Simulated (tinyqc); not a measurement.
Worked calculation: lattice vibrations of a chain. One step of it, computed by the program tinyqc.

Question. Dynamical matrix at q = 0.22. q is in units of 2 pi/a. A spring k from atom i to atom j, n cells on, adds k to Phi_ii and Phi_jj, -k exp(2 pi i q n) to Phi_ij and the conjugate to Phi_ji (for one atom a cell: 2k (1 - cos 2 pi q n)); D_ij = Phi_ij / sqrt(m_i m_j).

A chain moving along its axis:
```
atom                 mass (u)  spring to the next atom (eV/angstrom^2)
1                   56.800000                                24.100000
2                   51.300000                                29.800000
3                  108.100000                                 5.400000
second neighbours           -                                 1.500000
```

Give: D(q).

Answer.

D(q) (eV/(angstrom^2 u)):
$$\begin{pmatrix}
0.572 & -0.452+0.027i & -0.032+0.068i \\
-0.452-0.027i & 1.109 & -0.404+0.020i \\
-0.032-0.068i & -0.404-0.020i & 0.353
\end{pmatrix}$$
